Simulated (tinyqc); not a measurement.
From results back to parameters: dielectric confinement in a thin film (image charges). Two cases, with inputs chosen for the exercise.

Problem. The self-energy at the centre was computed from a hidden eh.

A film |z| < t/2 of dielectric constant eps between half-spaces of dielectric constant e2; lam = (eps - e2)/(eps + e2), q = e^2/(4 pi eps0). The self-energy of a band edge is taken with the high-frequency value, e2 = eh, and the field of a fixed ion with the static one, e2 = eo. A charge at z has images lam^|n| at n t + (-1)^n z. Its self-energy is S(z) = (q/2 eps) sum over n >= 1 of lam^n [1/(n t - 2z) + 1/(n t + 2z)] for odd n and 2 lam^n/(n t) for even n; at the centre S(0) = -(q/(eps t)) ln(1 - lam).

Constants: e^2/(4 pi eps0) = 14.39964547 eV angstrom.

Find: lam; eh.

Method. lam = 1 - exp(-S(0) eps t/q), and eh = eps (1 - lam)/(1 + lam).

Case 1.

Values chosen: t = 20 angstrom (film thickness); eps = 13.6 (dielectric constant of the film).
S(0) = 72.0499 meV

Solution.

lam = 0.7436
eh = 2.0

Case 2.

Values chosen: t = 74 angstrom (film thickness); eps = 16.4 (dielectric constant of the film).
S(0) = 17.5924 meV

Solution.

lam = 0.7730
eh = 2.1

Computed by tinyqc, one run a case: `OMP_NUM_THREADS=1 python tinyqc.py N N+1 out.jsonl` with N = 1251777, 1251805; one thread of a shared Intel(R) Xeon(R) Processor @ 2.30GHz, about 0.07 s a run at most.
